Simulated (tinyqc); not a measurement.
# n-type polysilicon, carrier trapping at grain boundaries: effect of the temperature

One-dimensional grains of size Lg, uniform ionised doping N, monovalent traps Qt at each boundary at a depth Et below (for electrons) or above (for holes) the band edge there, abrupt depletion of width W on each side of a boundary, Boltzmann statistics. xi is the distance from the band edge at the grain centre to the Fermi level. Trapped charge Qt/(1 + exp((xi + VB - Et)/Vt)) = 2 N W, barrier VB = q N W^2/(2 eps0 eps_r).

NB is given at 300 K and scales as (T/300 K)^1.5. If the trap equation with xi = Vt ln(NB/N) has a root W < Lg/2, the grain is partly depleted; otherwise W = Lg/2 and the trap equation gives xi = Et - VB + Vt ln(Qt/(N Lg) - 1). N* = Qt/Lg. n0 = NB exp(-xi/Vt); mean density n0 (1 - 2 W/Lg) by charge balance in a partly depleted grain, and n0 (sqrt(pi)/2) erf(u)/u with u = sqrt(VB/Vt) in a fully depleted one; v = sqrt(kB T/(2 pi ms m0)); barrier resistivity Vt exp(VB/Vt)/(q fe n0 v Lg); grain resistivity (1 - 2 W/Lg)/(q n0 mug); effective mobility 1/(q mean density total resistivity). Rows with xi above 0.45 V, towards mid-gap, are left out, since the other carrier type is ignored.

Values chosen for this exercise; values of the order met in polycrystalline silicon:
```
symbol,value,unit,meaning
eps_r,11.7,,relative permittivity
NB,2.8e19,cm^-3,conduction-band density of states at the reference temperature
Lg,150,nm,grain size
Qt,1.4e12,cm^-2,trap density of a grain boundary
Et,0.37,eV,depth of the trap level from the majority band edge at the boundary
ms,0.42,m0,mass for thermionic emission
fe,0.25,,correction factor of the emission rate
mug,90,cm^2/(V s),mobility inside the grains
N,7.2e17,cm^-3,doping
```

Constants: q = 1.602176634e-19 C, kB = 1.380649e-23 J/K, m0 = 9.1093837015e-31 kg, Vt = kB T/q, eps0 = 8.8541878128e-14 F/cm where lengths are in cm. Results are converted to the units shown.

The same in every row: N/N* = 7.714.

Result of one run:
```
depleted share 2 W/Lg	VB (V)	xi (V)	mean density (cm^-3)	resistivity (ohm cm)	effective mobility (cm^2/(V s))
0.1289	0.05201	0.1411	6.272e17	0.1591	62.55
```

Which temperature T gave this result: 200, 280, 360, 400 or 440 K?

T = 400 K.

The whole series:
```
T (K)	depleted share 2 W/Lg	VB (V)	xi (V)	mean density (cm^-3)	resistivity (ohm cm)	effective mobility (cm^2/(V s))
200	0.1296	0.05263	0.05261	6.267e17	0.3329	29.92
240	0.1296	0.05263	0.06879	6.267e17	0.2479	40.18
280	0.1296	0.05262	0.08583	6.267e17	0.2070	48.12
320	0.1296	0.05258	0.1036	6.267e17	0.1839	54.15
360	0.1294	0.05243	0.1220	6.268e17	0.1693	58.80
400	0.1289	0.05201	0.1411	6.272e17	0.1591	62.55
440	0.1277	0.05105	0.1606	6.281e17	0.1510	65.80
```

As T goes from 200 to 440, VB falls from 0.0526 to 0.0510 V, the resistivity falls from 0.333 to 0.151 ohm cm and the effective mobility rises from 29.9 to 65.8 cm^2/(V s). The activation energy kB ln(rho1/rho2)/(1/T1 - 1/T2) is 0.0305 eV between the first two rows and 0.0197 eV between the last two; mug is held fixed.

Program tinyqc, `OMP_NUM_THREADS=1 python tinyqc.py 2830146 2830147 out.jsonl`; Intel Xeon 2.30GHz, shared host, one thread, about 0.01 s.
